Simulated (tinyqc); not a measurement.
Six-band Luttinger-Kohn model with strain, step by step. Values are carried at full precision from step to step, so a last printed digit may differ when a step is redone from the rounded ones.

Constants: hbar^2/2m0 = 3.80998211 eV angstrom^2.

Parameters, chosen for this exercise (near those of GaSb; the results hold for these values, not for the real material):
- C11 = 87.7 GPa
- C12 = 40.5 GPa
- C44 = 43.4 GPa
- load = uniaxial [100] (kind of stress)
- X = -0.74 GPa (stress)
- Dso = 0.763 eV (spin-orbit splitting)
- g1 = 13.39 (Luttinger gamma1)
- g2 = 4.7 (gamma2)
- g3 = 5.99 (gamma3)
- av = 0.8 eV (valence hydrostatic potential)
- b = -1.99 eV (tetragonal shear potential)
- d = -4.69 eV (trigonal shear potential)
- k = (-0.017, 0.033, 0.03) 1/angstrom (wave vector)
- kmax = 0.04 1/angstrom (end of the path)

## Strain from a uniaxial [100] stress

s11 = (C11 + C12)/((C11 - C12)(C11 + 2 C12)), s12 = -C12/((C11 - C12)(C11 + 2 C12)), s44 = 1/C44; exx = s11 sxx + s12 (syy + szz) and cyclic, exy = s44 sxy/2; tension is positive. A uniaxial stress X along the unit vector n is s_ij = X n_i n_j.

s11, s12, s44 (1/TPa): 16.1002  -5.0863  23.0415

strain tensor:
```
           x         y         z
x  -0.011914  0.000000  0.000000
y   0.000000  0.003764  0.000000
z   0.000000  0.000000  0.003764
```

The volume changes by -0.439 %; there is no shear in the cubic axes, so d does not enter.

## The terms P, Q, R, S at one k

P = c g1 k^2 - av tr(e); Q = c g2 (kx^2 + ky^2 - 2 kz^2) - (b/2)(exx + eyy - 2 ezz); R = c sqrt3 [-g2 (kx^2 - ky^2) + 2i g3 kx ky] + (sqrt3/2) b (exx - eyy) - i d exy; S = 2 c sqrt3 g3 (kx - i ky) kz - d (exz - i eyz); c = hbar^2/2m0, e the strain tensor (not engineering shear).

Form the four terms.

Terms (eV):
```
term             from k  from strain
P               0.11621      0.00351
Q              -0.00756     -0.01560
R      0.02481-0.04435i      0.02702
S     -0.04032-0.07827i      0.00000
```

## The Hamiltonian

Six-band Luttinger-Kohn model in the basis |3/2,3/2>, |3/2,1/2>, |3/2,-1/2>, |3/2,-3/2>, |1/2,1/2>, |1/2,-1/2>, electron energies, zero at the top of the unstrained valence band. H = -[rows: (P+Q, -S, R, 0, -S/r2, r2 R); (-S*, P-Q, 0, R, -r2 Q, r32 S); (R*, 0, P-Q, S, r32 S*, r2 Q); (0, R*, S*, P+Q, -r2 R*, -S*/r2); (-S*/r2, -r2 Q, r32 S, -r2 R, P+Dso, 0); (r2 R*, r32 S*, r2 Q, -S/r2, 0, P+Dso)], r2 = sqrt(2), r32 = sqrt(3/2). Levels are twofold.

Each term is the sum of its two parts.

H(k) (eV), lower triangle (Hermitian):
```
                  3/2,3/2          3/2,1/2        3/2,-1/2         3/2,-3/2  1/2,1/2  1/2,-1/2
3/2,3/2           -0.0966
3/2,1/2   -0.0403+0.0783i          -0.1429
3/2,-1/2  -0.0518-0.0444i                0         -0.1429
3/2,-3/2                0  -0.0518-0.0444i  0.0403-0.0783i          -0.0966
1/2,1/2   -0.0285+0.0553i          -0.0327  0.0494+0.0959i   0.0733-0.0627i  -0.8827
1/2,-1/2  -0.0733-0.0627i   0.0494-0.0959i          0.0327  -0.0285-0.0553i        0   -0.8827
```

## Levels and their make-up

Diagonalise H. The weights add +m and -m and are averaged over each pair; m is taken along z.

levels from the top, each twofold (eV): -0.0039  -0.1984  -0.9199

weights:
```
               top  second  third
|3/2,+-3/2>  0.614   0.361  0.024
|3/2,+-1/2>  0.383   0.591  0.026
|1/2,+-1/2>  0.003   0.048  0.949
```

The top pair is 61 % |3/2,+-3/2>, the second pair is 59 % |3/2,+-1/2> and the third pair is 95 % |1/2,+-1/2>.

## Band edges at k = 0
Diagonalise H at k = 0. The weights add +m and -m (m along z) and are averaged over each pair.

edges from the top (eV): 0.0301  -0.0347  -0.7690

weights at k = 0:
```
               top  second  third
|3/2,+-3/2>  0.748   0.250  0.002
|3/2,+-1/2>  0.249   0.750  0.001
|1/2,+-1/2>  0.003   0.000  0.997
```

The stress splits the top two pairs by 64.8 meV, 2.51 times kT at 300 K (25.85 meV); the third lies 799.1 meV below the top, against Dso = 763 meV without stress.

## Polarisation of the edge transitions

In the basis X, Y, Z times spin, H(k = 0) has -Dso/3 + l exx + m (eyy + ezz) on the diagonal (cyclic) and n exy off it, l = av + 2 b, m = av - b, n = sqrt(3) d. Spin-orbit term (Dso/3) L.sigma on X, Y, Z with (L_k)_ij = -i epsilon_kij: <X+|H|Y+> = -i Dso/3, <X+|H|Z-> = Dso/3, <Y+|H|Z-> = -i Dso/3, <Z+|H|X-> = -Dso/3, <Z+|H|Y-> = i Dso/3, <X-|H|Y-> = i Dso/3, and their conjugates; + and - are the spin along z. The strength of a transition to an s-like conduction level for light polarised along the unit vector u is the weight of the orbital ux X + uy Y + uz Z in the valence state, summed over spin and averaged over the pair.

strain block of X, Y, Z (eV), lower triangle:
```
         X         Y         Z
X  0.05889
Y        0  -0.03471
Z        0         0  -0.03471
```

Relative strengths:
```
polarisation    top  second  third
[100]         0.718   0.000  0.282
[010]         0.141   0.500  0.359
[001]         0.141   0.500  0.359
[110]         0.429   0.250  0.321
[1-10]        0.429   0.250  0.321
[111]         0.333   0.333  0.333
```

The top pair is strongest for light along [100] (0.718) and weakest along [010] and [001] (0.141); without strain every direction has 1/3 on average over the fourfold top. For each polarisation the three pairs add up to 1.

## Hole masses at the edges

Curvature at k = 0: m/m0 = -2 c h^2/(E(h u) + E(-h u) - 2 E(0)) with h = 0.0002 1/angstrom along the unit vector u.

Hole masses (m0):
```
direction    top  second  third
[110]      0.062   0.091  0.077
[1-10]     0.062   0.091  0.077
[100]      0.041   0.251  0.084
[001]      0.125   0.055  0.071
```

Of the directions listed, the top pair is lightest along [100] (0.041) and heaviest along [001] (0.125). These masses hold only for hole energies well below the splitting of 65 meV.

## Bands along [110] and [001]

Six points from 0 to kmax in each direction.

Levels (eV):
```
direction  |k| (1/angstrom)      top   second    third  top, no stress  second, no stress
[110]                 0.000   0.0301  -0.0347  -0.7690          0.0000             0.0000
[110]                 0.008   0.0263  -0.0375  -0.7721         -0.0005            -0.0060
[110]                 0.016   0.0166  -0.0473  -0.7820         -0.0019            -0.0238
[110]                 0.024   0.0051  -0.0677  -0.7992         -0.0044            -0.0527
[110]                 0.032  -0.0045  -0.1007  -0.8250         -0.0077            -0.0913
[110]                 0.040  -0.0122  -0.1447  -0.8615         -0.0119            -0.1377
[001]                 0.000   0.0301  -0.0347  -0.7690          0.0000             0.0000
[001]                 0.008   0.0282  -0.0392  -0.7724         -0.0010            -0.0055
[001]                 0.016   0.0231  -0.0529  -0.7830         -0.0039            -0.0220
[001]                 0.024   0.0157  -0.0763  -0.8011         -0.0088            -0.0489
[001]                 0.032   0.0069  -0.1092  -0.8279         -0.0156            -0.0852
[001]                 0.040  -0.0034  -0.1504  -0.8646         -0.0243            -0.1297
```

## Checks

- Levels against the same model in the basis X, Y, Z times spin: they agree to 1e-10 or better.

Run: tinyqc, `OMP_NUM_THREADS=1 python tinyqc.py 1080095 1080096 out.jsonl`; Intel(R) Xeon(R) Processor @ 2.30GHz, one thread, shared host; about 0.03 s of CPU time with all checks.
